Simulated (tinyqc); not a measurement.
Worked calculation: Pariser-Parr-Pople SCF with singles CI, for the molecule C=Cc1ccccc1 (SMILES; centres numbered as the heavy atoms are written). One step of it, computed by the program tinyqc.

Problem. Iteration 2: Fock matrix. F_rr = H_rr + P_rr gamma_rr / 2 + sum_(s != r) P_ss gamma_rs; F_rs = H_rs - P_rs gamma_rs / 2; E = tr P (H + F) / 2 + core repulsion sum_(r<s) z_r z_s gamma_rs.

P after iteration 1, lower triangle:
```
           1C         2C         3C         4C         5C        6C        7C        8C
1C   1.000000
2C   0.921532   1.000000
3C   0.000000   0.383452   1.000000
4C  -0.237301   0.000000   0.615505   1.000000
5C   0.000000  -0.044007   0.000000   0.678324   1.000000
6C   0.186941   0.000000  -0.306979   0.000000   0.659076  1.000000
7C   0.000000  -0.038675   0.000000  -0.323424   0.000000  0.660524  1.000000
8C  -0.243324   0.000000   0.616137   0.000000  -0.321793  0.000000  0.676433  1.000000
```

core matrix H (eV), lower triangle:
```
            1C          2C          3C          4C          5C          6C          7C          8C
1C  -34.014167
2C   -2.390000  -37.978868
3C    0.000000   -2.390000  -42.332480
4C    0.000000    0.000000   -2.390000  -39.870066
5C    0.000000    0.000000    0.000000   -2.390000  -38.340821
6C    0.000000    0.000000    0.000000    0.000000   -2.390000  -38.007928
7C    0.000000    0.000000    0.000000    0.000000    0.000000   -2.390000  -38.615347
8C    0.000000    0.000000   -2.390000    0.000000    0.000000    0.000000   -2.390000  -40.502999
```

repulsion gamma_rs (eV), lower triangle:
```
           1C         2C         3C         4C         5C         6C         7C         8C
1C  11.130000
2C   5.345934  11.130000
3C   3.872489   5.344958  11.130000
4C   2.881753   3.872798   5.347393  11.130000
5C   2.344139   2.881223   3.872798   5.344958  11.130000
6C   2.270929   2.621133   3.517790   3.872662   5.346991  11.130000
7C   2.621133   2.880865   3.871956   3.517636   3.872865   5.345934  11.130000
8C   3.517790   3.871956   5.345096   3.872865   3.517846   3.872489   5.344958  11.130000
```

Centres (angstrom, eV; a flat drawing with bonds scaled to 1.40 angstrom):
```
centre          x          y  core charge z          W   gamma_rr
1C      -2.879000   0.438000              1  11.160000  11.130000
2C      -1.930000  -0.591000              1  11.160000  11.130000
3C      -0.564000  -0.283000              1  11.160000  11.130000
4C       0.385000  -1.311000              1  11.160000  11.130000
5C       1.751000  -1.003000              1  11.160000  11.130000
6C       2.167000   0.333000              1  11.160000  11.130000
7C       1.218000   1.362000              1  11.160000  11.130000
8C      -0.148000   1.054000              1  11.160000  11.130000
```

Give: F; pi energy.

Solution.

F (eV), lower triangle:
```
         1C       2C       3C       4C       5C       6C       7C       8C
1C  -5.5950
2C  -4.8532  -5.5950
3C   0.0000  -3.4148  -5.5950
4C   0.3419   0.0000  -4.0357  -5.5950
5C   0.0000   0.0634   0.0000  -4.2028  -5.5950
6C  -0.2123   0.0000   0.5399   0.0000  -4.1520  -5.5950
7C   0.0000   0.0557   0.0000   0.5688   0.0000  -4.1556  -5.5950
8C   0.4280   0.0000  -4.0367   0.0000   0.5660   0.0000  -4.1978  -5.5950
```

pi energy = -102.1606 eV
